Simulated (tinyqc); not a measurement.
Hole subbands of a hard-walled well, four-band Luttinger model: sweeps and comparisons. A value that a table varies takes the place of the one given here.

Hole energies are counted downwards from the unstrained band edge, c = hbar^2/2m0. After the usual block transformation one block is H = [[P + Q - Zs, R - i S], [R + i S, P - Q + Zs]] in (heavy, light), with P +/- Q = c [(g1 +/- g2) k^2 + (g1 -/+ 2 g2) kz^2], R = sqrt(3) c gR k^2, S = 2 sqrt(3) c g3 k kz, kz = -i d/dz; axial approximation gR = (g2 + g3)/2. Zs = b (e_par - e_perp) is the shear part of the strain (the hydrostatic part shifts all levels alike and is left out). Basis sqrt(2/L) sin(n pi z/L), n = 1 to N, for each component: kz^2 gives (n pi/L)^2 and the heavy-light block is R delta_nm - 2 sqrt(3) c g3 k D_nm with D_nm = 4 n m/(L (n^2 - m^2)) for n + m odd, 0 otherwise. The other block has the same levels. The split-off band is left out, a severe simplification for a spin-orbit splitting near 0.04 eV.

Constants: hbar^2/2m0 = 3.80998211 eV angstrom^2.

Inputs chosen for the exercise (near those of Si; the results hold for these values, not for the real material): g1 = 4.29 (Luttinger gamma1); g2 = 0.34 (gamma2); g3 = 1.44 (gamma3); L = 120 angstrom (well width along [001]); Zs = 0 eV (shear strain energy); k = 0.0194 1/angstrom (wave vector in the plane); Zlist = (-0.0152, -0.0119, -0.0064, -0.0024, 0, 0.0053, 0.0114) eV (shear strain energies (negative: tension in the plane, for b < 0)).

## Which coupling does what

N = 20, at the given k. Diagonal: R = S = 0. Along [100] and [110] gR is g2 and g3 instead of their mean.

Hole energies (meV):
```
model        E1     E2     E3     E4
diagonal  16.07  18.64  44.35  57.58
R alone   14.80  19.91  43.99  57.94
S alone   14.35  16.01  43.87  53.02
axial     13.04  17.26  43.61  53.29
[100]     14.06  16.29  43.83  53.06
[110]     11.86  18.32  43.24  53.69
```

The couplings move E1 by -3.02 meV: R alone by -1.27, S alone by -1.72, so S matters more at k L/pi = 0.74 (R grows as k^2 and joins equal n, S as k and joins n of opposite parity). Warping spreads E1 by 2.20 meV between [100] and [110], the hole being heavier along [110]; the axial value lies between them.

## Strain

N = 20. dE is the rise of the top subband from k = 0 to k1 = pi/(4L), m1 = c k1^2/dE (dash if dE is not positive), and the heavy weight is taken at k = pi/L.

Top subband:
```
Zs (eV)  HH1 (meV)  LH1 (meV)  dE (meV)  heavy weight  m1 (m0)
-0.0152       24.6       -2.2     0.494         0.054    0.330
-0.0119       21.3        1.1     0.475         0.072    0.344
-0.0064       15.8        6.6     0.425         0.143    0.384
-0.0024       11.8       10.6     0.334         0.321    0.488
0.0000         9.4       13.0     0.549         0.552    0.298
0.0053         4.1       18.3     0.599         0.874    0.272
0.0114        -2.0       24.4     0.629         0.945    0.260
```

HH1 and LH1 cross at Zs = -2 c g2 (pi/L)^2 = -0.0018 eV; for more negative Zs the light hole is on top. Among the rows with HH1 on top, m1 goes from 0.298 to 0.260 m0 as the splitting widens from 4 to 26 meV, against the unmixed 1/(g1 + g2) = 0.216: compression lightens the holes here. m1 describes the neighbourhood of k = 0 only; where HH1 and LH1 lie close, the band may peak further out.

## What each parameter does

N = 20; the three lowest hole energies at the given k and the heavy weight of the lowest. Each row changes one parameter from the base and keeps the others.

Results:
```
case                   E1 (meV)  E2 (meV)  E3 (meV)  heavy weight
base                      13.04     17.26     43.61         0.693
g1 = 4.63                 14.53     18.87     47.59         0.700
g2 = 0.37                 12.97     17.29     43.17         0.704
g3 = 1.32                 13.45     17.55     43.73         0.713
L = 130 angstrom          11.51     15.47     37.97         0.649
Zs = 0.02 eV              -4.94     18.96     41.88         0.987
k = 0.0136 1/angstrom     11.50     14.78     40.73         0.879
```

The largest shifts from the base row, up to three for each result and ties (the steps differ in size, so this ranks the rows, not the parameters). E1 (meV): Zs -17.98, k -1.54, L -1.53. E2 (meV): k -2.48, L -1.79, Zs +1.70. E3 (meV): L -5.65, g1 +3.97, k -2.88. heavy weight: Zs +0.294, k +0.186, L -0.044.

tinyqc: `OMP_NUM_THREADS=1 python tinyqc.py 1282295 1282296 out.jsonl`; about 0.1 s, one thread, shared Intel(R) Xeon(R) Processor @ 2.30GHz.
